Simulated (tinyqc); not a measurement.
Length of a molecular wire: coherent transport through a tight-binding bridge. Computed by the program tinyqc. 

A uniform bridge between two chains:
```
parameter,value
site energy (eV),1.960000
hopping in the bridge (eV),0.700000
lead hopping (eV),1.730000
couplings (eV),"1.1, 0.42"
E (eV),0.270000
```

T = Gamma_L Gamma_R |G_1n|^2 with the self-energies of semi-infinite chains.

Transmission against length:
```
sites,T,ln T
2,1.8233e-02,-4.005
3,4.9040e-03,-5.318
4,1.3644e-03,-6.597
5,3.8325e-04,-7.867
6,1.0794e-04,-9.134
7,3.0424e-05,-10.400
8,8.5770e-06,-11.666
9,2.4182e-06,-12.933
10,6.8178e-07,-14.199
```

E lies outside the band of the bridge (|E - e|/2h = 1.207 > 1), so T decays as exp(-beta n) with beta = 2 arccosh(1.207) = 1.2661 a site; the last two rows give 1.2661.
